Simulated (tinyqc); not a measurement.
Force balance against energy balance: elastic strain and critical thickness of a cubic alloy layer A(1-x)B(x) on a thick substrate. Computed by tinyqc, a small Python program. Command: `OMP_NUM_THREADS=1 python tinyqc.py 3017031 3017032 out.jsonl misfit walk`. One thread of a shared host (Intel(R) Xeon(R) Processor @ 2.30GHz), about 0.01 s of CPU time with the checks.

Strain is positive in tension. The layer is coherent with the substrate unless said otherwise.

Inputs (values chosen for the exercise, modelled on GaAs(1-x)P(x) on GaAs):

| quantity | value | unit |
|---|---|---|
| fraction x of B | 0.37 | - |
| lattice constant a_A | 5.653 | angstrom |
| lattice constant a_B | 5.451 | angstrom |
| substrate lattice constant a_S | 5.653 | angstrom |

Growth plane: (111). Layer: buried under a thick cap. Misfit dislocation: edge.

C11, C12, C44 of A (GPa): 120.4  54.17  59.31

C11, C12, C44 of B (GPa): 141.1  62.76  69.89

Method:
- a = (1 - x) a_A + x a_B, the same rule for each C_ij; misfit f = (a_S - a)/a, the in-plane strain of the coherent layer.
- Voigt averages: G = (C11 - C12 + 3 C44)/5, B = (C11 + 2 C12)/3, nu = (3 B - 2 G)/(2 (3 B + G)); b = a/sqrt(2). Edge dislocation with b in the interface: cos alpha = 0, cos lambda = 1.
- Matthews-Blakeslee: h_c = A [ln(h_c/b) + 1], A = b (1 - nu cos^2 alpha)/(4 pi |f| (1 + nu) cos lambda), the factor 4 pi being that of a buried layer, with a dislocation at both interfaces.
- People-Bean: h_c = P ln(h_c/b), P = (1 - nu)/(1 + nu) b^2/(16 pi sqrt(2) a f^2). The misfit is scaled by 0.25, 0.4, 0.6, 1, 1.5, 2.2 at fixed a, b and nu; the upper root is taken, and rows with A < 1.3 b or P < 3 b, where the roots shrink to the core size or vanish, are left out.

misfit f = 0.0133984

prefactor A = 1.89686 nm

Poisson ratio nu = 0.235052

Burgers vector b = 0.394443 nm

free lattice constant a = 5.57826 angstrom

Critical thickness:

| \|f\| (%) | Matthews-Blakeslee (nm) | People-Bean (nm) | ratio |
|---|---|---|---|
| 0.3350 | 43.223 | 1828.3 | 42.300 |
| 0.5359 | 24.279 | 623.1 | 25.665 |
| 0.8039 | 14.572 | 241.3 | 16.556 |
| 1.3398 | 7.478 | 70.1 | 9.378 |
| 2.0098 | 4.279 | 25.0 | 5.831 |
| 2.9477 | 2.430 | 8.6 | 3.552 |

The exponents d ln h_c/d ln f are -1.23 and -2.29 between the first rows, steeper than the -1 and -2 of the prefactors because of the logarithm. The ratio falls from 42.3 to 3.55 as the misfit grows. Where People-Bean lies above, a layer between the lines is metastable: dislocations would lower the energy but have to be nucleated. People-Bean has no form for a buried layer. Above about 2 % misfit islands may come first.
